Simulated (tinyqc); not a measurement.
From results to parameters: minimal-basis H2. Computed by the program tinyqc with PySCF.

Problem. For two electrons in the two orbitals of minimal-basis H2, the CIS energies are e2 - e1 - J12 + 2 K12 and e2 - e1 - J12, and E_corr = D - sqrt(D^2 + K12^2) with 2D the energy of the double excitation. Find J12, K12, D, the MP2 energy and the weight of the double excitation.

orbital gap e2 - e1 = 0.75792423 hartree
CIS singlet and triplet energies (hartree): 0.587964  0.166132
FCI correlation energy = -0.05330455 hartree

Solution. Half the singlet-triplet splitting is K12, the gap less the triplet energy is J12, D = (E_corr^2 - K12^2)/(2 E_corr), MP2 is -K12^2/(2 gap), and the weight is c^2/(1 + c^2) with c = E_corr/K12.

J12, K12, D (hartree): 0.592  0.211  0.391
MP2 correlation energy = -0.029347 hartree
weight of the double excitation = 0.060
